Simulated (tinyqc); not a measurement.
# Capacitances against the distance to each plane

Endless row of lines of width wl, height tl and space sl between grounded planes at distance hd; e2 fills the gaps beside the lines, e1 the rest. Laplace's equation is solved on meshes of 3, 6 and 12 steps per unit u and extrapolated (Aitken), which is good to about 0.2 %. C_even (all lines at 1 V) is the capacitance Cg to the planes; C_odd (neighbours in antiphase) = Cg + 4 Cc if only nearest neighbours couple, which defines Cc; total with quiet neighbours Cg + 2 Cc. Plate values 2 eps0 e1 wl/hd and eps0 e2 tl/sl.

Inputs (values chosen for the exercise):
- e1 = 3 (relative permittivity above and below the lines)
- e2 = 1 (relative permittivity between the lines)
- wl = 4 u (line width, in units u)
- tl = 6 u (line height)
- sl = 8 u (space between lines)

Constants: eps0 = 8.8541878128e-12 F/m. Results are converted to the units shown.

The same in every row: plate Cc (aF/um) = 6.64.

Capacitances against the distance to each plane:

| hd (u) | Cg (aF/um) | Cc (aF/um) | Cg + 2 Cc (aF/um) | C_odd (aF/um) | plate Cg (aF/um) | share of coupling, 2 Cc/(Cg + 2 Cc) (%) |
|---|---|---|---|---|---|---|
| 2 | 182 | 2.16 | 186 | 191 | 106 | 2.32 |
| 3 | 137 | 3.74 | 145 | 152 | 70.8 | 5.17 |
| 4 | 112 | 5.62 | 123 | 134 | 53.1 | 9.14 |
| 5 | 94.9 | 7.54 | 110 | 125 | 42.5 | 13.7 |
| 6 | 82.5 | 9.35 | 101 | 120 | 35.4 | 18.5 |
| 8 | 65.5 | 12.5 | 90.4 | 115 | 26.6 | 27.5 |
| 10 | 54.3 | 14.9 | 84.1 | 114 | 21.3 | 35.3 |

As hd goes from 2 to 10, Cg falls from 182 to 54.3 aF/um, Cc rises from 2.16 to 14.9 aF/um and the share of coupling rises from 2.32 to 35.3 %. Cg is 1.71 times its plate value in the first row and 2.56 times in the last; for Cc the ratios are 0.326 and 2.24. Neighbours in antiphase raise the load by a factor of 1.02 and 1.35 over quiet ones. For hd = 10 the planes are farther than 0.8 of the pitch, so second neighbours couple too and Cg + 2 Cc understates the quiet load by a per cent or more.

Computed by the program tinyqc: `OMP_NUM_THREADS=1 python tinyqc.py 2790101 2790102 out.jsonl`, one thread of a shared Intel Xeon 2.30GHz, about 1 s for the whole run.
